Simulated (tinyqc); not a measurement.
Worked calculation: Hubbard chain of 6 sites. Computed by tinyqc, a small Python program that keeps every step. Settings: hopping = 1.09, U = 6.4, mixing = 1, iteration cap = 85. Command: `OMP_NUM_THREADS=1 python tinyqc.py 27543 27544 out.jsonl` (the two numbers bound the seeds that draw the settings). One thread of a shared host (Intel(R) Xeon(R) Processor @ 2.60GHz), about 0.2 s of CPU time with the checks. Later iterations appear only in the table of the cycle.

## Mean-field iteration 1

one-body matrix (hopping and site energies) (eV), lower triangle:
```
           1          2          3          4          5         6
1   0.000000
2  -1.090000   0.000000
3   0.000000  -1.090000   0.000000
4   0.000000   0.000000  -1.090000   0.000000
5   0.000000   0.000000   0.000000  -1.090000   0.000000
6   0.000000   0.000000   0.000000   0.000000  -1.090000  0.000000
```

U = 6.400000 eV

electrons, up and down: 3  3

mixing = 1

n(up) at the start (a guess, not normalised): 1 0.500000, 2 0.500000, 3 0.500000, 4 0.500000, 5 0.500000, 6 0.500000

n(down) at the start (a guess): 1 0.500000, 2 0.500000, 3 0.500000, 4 0.500000, 5 0.500000, 6 0.500000

H(up) = T + U n(down), H(down) = T + U n(up); fill the lowest levels; n(new) = n + mixing (n(out) - n); E = tr T (rho up + rho down) + U sum n_up n_down of the output.

levels, up (eV): 1.235888  1.840792  2.714904  3.685096  4.559208  5.164112

levels, down (eV): 1.235888  1.840792  2.714904  3.685096  4.559208  5.164112

energy = 1.983169 eV

n(up) after iteration 1: 1 0.500000, 2 0.500000, 3 0.500000, 4 0.500000, 5 0.500000, 6 0.500000

n(down) after iteration 1: 1 0.500000, 2 0.500000, 3 0.500000, 4 0.500000, 5 0.500000, 6 0.500000

## Convergence

Each step fills the lowest levels of T + U n(other spin) and sets n(new) = n + mixing (n(out) - n); stop when output and input agree to 1e-8.

Course of the cycle:
```
iteration      E (eV)  largest |n(out) - n(in)|  mean |n_up - n_down|
1          1.98316893                  1.67e-16              0.000000
```

local moments n_up - n_down: 1 0.000000, 2 0.000000, 3 0.000000, 4 0.000000, 5 0.000000, 6 0.000000

Converged in 1 iterations. But random starts reach -1.81280 eV, so this is another stationary point, not the lowest one. Reruns (cap 100 unless said): mixing 0.2: converged in 1 to a higher stationary point (E = 1.98317); mixing 0.5: converged in 1 to a higher stationary point (E = 1.98317); mixing 0.9: converged in 1 to a higher stationary point (E = 1.98317). Before convergence this energy mixes input and output and is not variational, so it may rise towards its limit.

## Exact diagonalisation (400 states)

Lowest levels of the sector, and the double occupancy of the lowest state.

lowest levels (eV): -2.515281  -2.186853  -1.807112  -1.660299  -1.541469  -1.438850

double occupancy per site = 0.053920

The mean-field solution above lies 4.4984 eV above the exact energy.

## The lowest level by Lanczos steps

From a random start vector (not printed): a_j = <q_j|H|q_j>, b_j = norm of the remainder after orthogonalising; the Ritz value is the lowest eigenvalue of the tridiagonal matrix of a and b so far.

Lanczos:
```
j    a_j (eV)  b_j (eV)  lowest Ritz value (eV)
1    7.742450  6.016548              7.74245008
2    8.226309  6.520895              1.96296900
3    9.560780  6.917975             -0.44484911
4    9.655289  4.997307             -1.67762693
5    8.148427  5.371882             -2.05724458
6    8.621936  6.262153             -2.22098345
7    9.433681  6.860374             -2.33443088
8   10.124939  4.883636             -2.44769338
9   10.153438  4.761907             -2.49085294
10  10.162270  6.277123             -2.50100318
```
